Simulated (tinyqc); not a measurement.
Electroplating on a thin resistive seed layer: kinetics, Wagner number and the terminal effect across a wafer: one step, computed by the program tinyqc. Command: `OMP_NUM_THREADS=1 python tinyqc.py 3121265 3121266 out.jsonl terminal walk`. One thread of a shared host (Intel(R) Xeon(R) Processor @ 2.30GHz), about 0.02 s of CPU time with the checks.

Current enters the seed at the rim. The bath is treated as a local resistance per area (no lateral flow in the liquid), two electrons per ion, molar volume 7.11 cm^3/mol, Faraday constant F = e N_A, kinematic viscosity 0.01 cm^2/s, omega = 2 pi x rpm/60; k_B T/e is in volts.

Question. Linear estimate of the terminal effect. Linearised: with R_t = kinetic + bath resistance the current density obeys (1/r)(r i')' = i R_s/R_t, so i = A I_0(r/l), l = sqrt(R_t/R_s); with x = R/l, edge/centre = I_0(x) and edge/mean = x I_0(x)/(2 I_1(x)). Voltage drop in the seed for a uniform current: i R_s R^2/4.

Inputs (values chosen for the exercise, of the order of those for copper plating from an acid sulfate bath): wafer radius R = 10 cm; mean current density = 12 mA/cm^2; temperature T = 298 K.

kinetic resistance = 2.517613 ohm cm^2

bath resistance R_b = 102.8986 ohm cm^2

sheet resistance R_s = 2.941176 ohm/square

Give: length l; x = R/l; edge over centre, linear; edge over mean, linear; drop for uniform current.

Answer.

length l = 5.9868 cm

x = R/l = 1.6703

edge over centre, linear = 1.8290

edge over mean, linear = 1.3142

drop for uniform current = 882.35 mV
